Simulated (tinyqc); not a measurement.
Hubbard ring of 3 sites, step by step. Computed by tinyqc, a small Python program that keeps every step. Settings: hopping = 1.16, U = 5.1, mixing = 1, iteration cap = 85. Command: `OMP_NUM_THREADS=1 python tinyqc.py 20527 20528 out.jsonl` (the two numbers bound the seeds that draw the settings). One thread of a shared host (Intel(R) Xeon(R) Processor @ 2.60GHz), about 0.3 s of CPU time with the checks.

one-body matrix (hopping and site energies) (eV):
```
,1,2,3
1,0.00000,-1.16000,-1.16000
2,-1.16000,0.00000,-1.16000
3,-1.16000,-1.16000,0.00000
```

U = 5.10000 eV

electrons, up and down: 2  1

n(up) at the start (a guess, not normalised): 1 0.66700, 2 0.66700, 3 0.66700

n(down) at the start (a guess): 1 0.33300, 2 0.33300, 3 0.33300

Each step fills the lowest levels of T + U n(other spin) and sets n(new) = n + mixing (n(out) - n); stop when output and input agree to 1e-8.

Course of the cycle:
```
iteration,E (eV),largest |n(out) - n(in)|,mean |n_up - n_down|
1,-0.0800000,3.33e-01,0.33333
2,-0.2562306,2.35e-01,0.39154
3,-0.1788751,2.42e-01,0.44798
4,-0.0858072,4.28e-01,0.54158
5,0.1918057,4.28e-01,0.55761
6,0.0292830,4.59e-01,0.57035
7,0.2525113,4.59e-01,0.57023
8,0.0405774,4.61e-01,0.57270
9,0.2571331,4.61e-01,0.57118
10,0.0414023,4.61e-01,0.57287
11,0.2574652,4.61e-01,0.57125
...,...,...,...
75,2.4747924,8.83e-01,0.33333
76,2.4747924,8.83e-01,0.33333
77,2.4747924,8.83e-01,0.33333
78,2.4747924,8.83e-01,0.33333
79,2.4747924,8.83e-01,0.33333
80,2.4747924,8.83e-01,0.33333
81,2.4747924,8.83e-01,0.33333
82,2.4747924,8.83e-01,0.33333
83,2.4747924,8.83e-01,0.33333
84,2.4747924,8.83e-01,0.33333
85,2.4747924,8.83e-01,0.33333
```

Can the last value be used, and what does the course show?

Not by the stop rule, although the second column moves by less than 1e-07 over the last three steps. Not converged within 85 iterations: the residual has stopped falling. The lowest mean-field energy found from random starts is -1.06207 eV. Reruns (cap 100 unless said): mixing 0.2: not converged; mixing 0.5: converged in 45 (E = -1.06207); mixing 0.9: not converged; the original settings with a cap of 400: not converged.
